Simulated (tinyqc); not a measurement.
What each parameter does: defect-molecule model of a vacancy with Jahn-Teller distortion.

Four dangling hybrids a, b, c, d point into the vacancy: H_ii = E0, and -gm between any two. A tetragonal distortion Q pairs a with b and c with d: those two couplings become -gm - I Q and the other four -gm + I Q/2, at an elastic cost k Q^2/2. The a1 level holds two electrons; charge states 2+, + and 0 put n = 0, 1, 2 more into the lowest level of t2 origin. Energy from the 2+ state at Q = 0, with the Fermi level mu counted from Ev: W_n(Q) = n (et - 2 I Q) + k Q^2/2 + Uc n (n - 1)/2 - n mu. et = E0 + gm is the undistorted t2 level.

Inputs chosen for the exercise (of the size used for the vacancy in silicon; the results hold for these values, not for the real material):

| symbol | value | unit | meaning |
|---|---|---|---|
| E0 | -0.03 | eV | level of a dangling hybrid, from Ev |
| gm | 0.36 | eV | coupling between two dangling hybrids |
| I | 1.23 | eV/angstrom | Jahn-Teller coupling |
| k | 13.7 | eV/angstrom^2 | force constant of the mode |
| Uc | 0.49 | eV | repulsion of two electrons in one orbital |

E_JT = 2 I^2/k, E(2+/+) = et - E_JT, E(+/0) = et - 3 E_JT + Uc, U_eff = E(+/0) - E(2+/+); a1 level E0 - 3 gm.

One parameter was then changed.

Results before and after:

| case | (2+/+) (eV) | (+/0) (eV) | U_eff (eV) | a1 (eV) |
|---|---|---|---|---|
| base | 0.1091 | 0.1574 | 0.0483 | -1.1100 |
| changed | 0.0628 | 0.0183 | -0.0445 | -1.1100 |

Which of these changes was made? (a) gm = 0.4 eV; (b) E0 = 0.02 eV; (c) I = 1.353 eV/angstrom; (d) Uc = 0.55 eV; (e) k = 15.07 eV/angstrom^2.

Answer: (c) I = 1.353 eV/angstrom. Of the candidates, run in turn, only this one gives the changed row.

All candidates:

| case | (2+/+) (eV) | (+/0) (eV) | U_eff (eV) | a1 (eV) |
|---|---|---|---|---|
| base | 0.1091 | 0.1574 | 0.0483 | -1.1100 |
| E0 = 0.02 eV | 0.1591 | 0.2074 | 0.0483 | -1.0600 |
| gm = 0.4 eV | 0.1491 | 0.1974 | 0.0483 | -1.2300 |
| I = 1.353 eV/angstrom | 0.0628 | 0.0183 | -0.0445 | -1.1100 |
| k = 15.07 eV/angstrom^2 | 0.1292 | 0.2177 | 0.0884 | -1.1100 |
| Uc = 0.55 eV | 0.1091 | 0.2174 | 0.1083 | -1.1100 |

E0 and gm move both levels alike, so U_eff depends on I, k and Uc alone.

Run: tinyqc, `OMP_NUM_THREADS=1 python tinyqc.py 1482039 1482040 out.jsonl`; Intel(R) Xeon(R) Processor @ 2.30GHz, one thread, shared host; about 0.01 s of CPU time with all checks.
